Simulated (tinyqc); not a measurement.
Inside a calculation. Model: electromigration in a confined line: Blech product, Korhonen stress evolution and Black's law. Computed by tinyqc, a small Python program that keeps every step. Command: `OMP_NUM_THREADS=1 python tinyqc.py 3026548 3026549 out.jsonl emigr walk`. One thread of a shared host (Intel(R) Xeon(R) Processor @ 2.30GHz), about 0.01 s of CPU time with the checks. Intermediate numbers are printed to about 7 digits and carried at full precision; extremes and crossings named in words are read from the listed rows.

The electron wind pushes atoms from the cathode (x = 0) to the anode (x = L); blocking ends build a back stress (tension positive). The input rho is taken not to change with temperature. d sigma/dt = d/dx [kappa (d sigma/dx + G)], with zero flux at both ends and sigma = sigma_0 at t = 0.

Inputs (values chosen for the exercise, close to those used for aluminium lines):

| quantity | value | unit |
|---|---|---|
| resistivity rho | 3.17 | micro-ohm cm |
| atomic volume Omega | 16.6 | angstrom^3 |
| effective charge number Z* | 3.7 | - |
| prefactor D0 | 1.3e-07 | m^2/s |
| activation energy E | 0.691 | eV |
| effective modulus B | 45 | GPa |
| critical stress sigma_c | 350 | MPa |
| initial stress sigma_0 | 120 | MPa |
| current density j | 2.3 | MA/cm^2 |
| line length L | 98 | um |
| test temperature T | 330 | C |
| time as a fraction of L^2/kappa, s | 0.033 | - |
| use temperature T_u | 105 | C |
| use current density j_u | 0.3 | MA/cm^2 |
| current exponent n | 2 | - |

Start: thermal stress.

Constants: e = 1.602176634e-19 C; k_B = 8.617333262e-05 eV/K; k_B = 1.380649e-23 J/K.

## Driving force and diffusivities

G = Z* e rho j/Omega; D = D0 exp(-E/(k_B T)); kappa = D B Omega/(k_B T); drift velocity of an unconfined line v = D Z* e rho j/(k_B T). SI: 1 micro-ohm cm = 1e-8 ohm m, 1 MA/cm^2 = 1e10 A/m^2. Temperatures in kelvin are T(C) + 273.15.

stress gradient G = 26.03701 MPa/um

diffusivity D = 2.188323e-13 m^2/s

kappa = 1.963014e-11 m^2/s

drift velocity = 40888.82 nm/h

## Steady state and Blech product

At steady state sigma(x) = sigma_0 + G (L/2 - x). A void forms only if the cathode stress reaches sigma_c, that is if j L exceeds (j L)_c = 2 Omega (sigma_c - sigma_0)/(Z* e rho). Time scale tau = L^2/kappa.

steady cathode stress = 1395.814 MPa

j L = 22540 A/cm

critical product (j L)_c = 4063.446 A/cm

tau = 0.1359021 h

j L is 5.55 times the critical product: the line can fail. Caution: a steady stress above sigma_c is formal, since a void forms first.

## Series terms at the cathode

sigma(x, t) = sigma_0 + G L [1/2 - x/L - 4 sum_(m odd) cos(m pi x/L) exp(-m^2 pi^2 s)/(m pi)^2], s = t/tau, summed to m = 399. The terms at x = 0 are 4 exp(-m^2 pi^2 s)/(m pi)^2; tau = L^2/kappa.

terms for m = 1, 3, 5, 7: 0.2926253  0.002401498  4.716400e-06  9.696014e-10

cathode stress at time s = 643.0032 MPa

time t = 0.004484770 h

Caution: the stress exceeds sigma_c: a void would already have formed and relaxed it, so the value is formal.

## Stress along the line

Steady state: sigma_0 + G L (1/2 - x/L). Take x/L = 0, 0.1, 0.2, 0.3, 0.4, 0.6, 0.8 and 1.

Stress (MPa):

| x/L | at time s | steady state |
|---|---|---|
| 0.0 | 643.0032 | 1395.814 |
| 0.1 | 426.9231 | 1140.651 |
| 0.2 | 283.3245 | 885.488 |
| 0.3 | 197.2713 | 630.325 |
| 0.4 | 149.3742 | 375.163 |
| 0.6 | 90.6258 | -135.163 |
| 0.8 | -43.3245 | -645.488 |
| 1.0 | -403.0032 | -1155.814 |

Caution: stresses above sigma_c are formal, since a void forms first.

## Finite line against the semi-infinite law

Semi-infinite line: sigma(0, t) = sigma_0 + 2 G L sqrt(s/pi). One-term form: keep m = 1 alone.

Cathode stress (MPa):

| s | t (h) | full series | semi-infinite | one term |
|---|---|---|---|---|
| 0.002 | 2.718042e-04 | 248.762 | 248.762 | 381.891 |
| 0.005 | 6.795106e-04 | 323.590 | 323.590 | 411.472 |
| 0.01 | 1.359021e-03 | 407.920 | 407.920 | 458.868 |
| 0.02 | 2.718042e-03 | 527.181 | 527.181 | 546.924 |
| 0.05 | 6.795106e-03 | 763.122 | 763.809 | 764.476 |
| 0.1 | 1.359021e-02 | 1010.367 | 1030.484 | 1010.383 |
| 0.2 | 2.718042e-02 | 1252.161 | 1407.619 | 1252.161 |
| 0.4 | 5.436085e-02 | 1375.859 | 1940.968 | 1375.859 |
| 0.8 | 1.087217e-01 | 1395.428 | 2695.237 | 1395.428 |

Among these rows the semi-infinite law holds to 1 % up to s = 0.05 and the one-term form from s = 0.05 on: the far end is felt once sqrt(kappa t) is no longer small against L, and by then the terms with m > 1 have nearly died out. The critical stress 350 MPa is passed between s = 0.005 and 0.01. Caution: rows beyond sigma_c are formal, since a void ends the model there.

## Time to nucleate a void

Solve sigma(0, t) = sigma_c for s; the semi-infinite estimate is t = (pi/kappa) ((sigma_c - sigma_0)/(2 G))^2.

nucleation time = 8.672362e-04 h

semi-infinite estimate = 8.672362e-04 h

The two agree: the void nucleates before the far end is felt, so the time scales as 1/j^2 and not with L.

## Extrapolation by Black's law

Median life t50 = A j^(-n) exp(E/(k_B T)); acceleration factor = t50(use)/t50(test) = (j/j_u)^n exp[(E/k_B)(1/T_u - 1/T)].

current factor = 58.77778

temperature factor = 2725.470

acceleration factor = 160197.1

At the use current j_u L lies below the critical product, where Black's law does not apply: the line would not fail by this mechanism. Caution: j_u L lies below the critical product, so the acceleration factor is formal: at use the line would not void.

Checks made by the program: series against a 200-cell finite-volume solution (on the scale of G L) (relative difference 4e-07).
